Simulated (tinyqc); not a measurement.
Surface photovoltage measurement of the minority-carrier diffusion length in a wafer: one step, computed by the program tinyqc. Command: `OMP_NUM_THREADS=1 python tinyqc.py 3130034 3130035 out.jsonl spv walk`. One thread of a shared host (Intel(R) Xeon(R) Processor @ 2.30GHz), about 0.01 s of CPU time with the checks.

Low injection, steady light, a depletion layer much thinner than 1/alpha and L. The excess density dn is taken at the front edge of the neutral region; light that reaches the back is lost.

Problem. The linear plot. alpha = (84.732/lambda - 76.417)^2 per cm with lambda in micrometre (an empirical fit for silicon between 0.7 and 1.05 micrometre). Thick wafer: dn = Phi L/((S_f + D/L)(L + 1/alpha)). Finite wafer, with s = S_b L/D, w = W/L, a = alpha L: dn = [Phi a/(a^2 - 1)] [a - B - exp(-alpha W)(a - s)/(cosh w + s sinh w)]/(S_f + B D/L), B = (sinh w + s cosh w)/(cosh w + s sinh w). Readings y = (Phi/dn) (1 + noise x g) at 780, 830, 880, 920, 950, 975 and 995 nm; a least-squares line y = c (1/alpha + L_app) gives L_app = intercept/slope.

Inputs (values chosen for the exercise, modelled on p-type silicon at room temperature):
```
quantity                            value        unit
diffusion length L                    180  micrometre
wafer thickness W                     300  micrometre
diffusivity D                        26.7      cm^2/s
front recombination velocity S_f     7900        cm/s
back recombination velocity S_b    670000        cm/s
photon flux entering              1.8e+12  1/(cm^2 s)
relative noise of each reading          1           %
```

normal deviates g for the noise: 0.42  0.04  0.62  1.30  -1.20  1.00  -2.88

Give: the table «Readings» with the columns 1/alpha (micrometre), y (cm/s), line (cm/s), for lambda (nm) = 780, 830, 880, 920, 950, 975, 995; slope; apparent length L_app; error of L_app (rounded to 0.001).

Solution.

Readings:
```
lambda (nm)  1/alpha (micrometre)  y (cm/s)  line (cm/s)
780                          9.64     10085        10053
830                         15.18     10367        10398
880                         25.33     11029        11030
920                         40.66     12046        11985
950                         61.28     13048        13270
975                         90.92     15360        15116
995                        130.89     17524        17606
```

slope = 62.298 cm/(s micrometre)

apparent length L_app = 151.73 micrometre

error of L_app (rounded to 0.001) = -15.708 %

Without noise the error would be -21.5 %, from the finite thickness at W/L = 1.7. S_f scales all readings alike and leaves L_app unchanged.
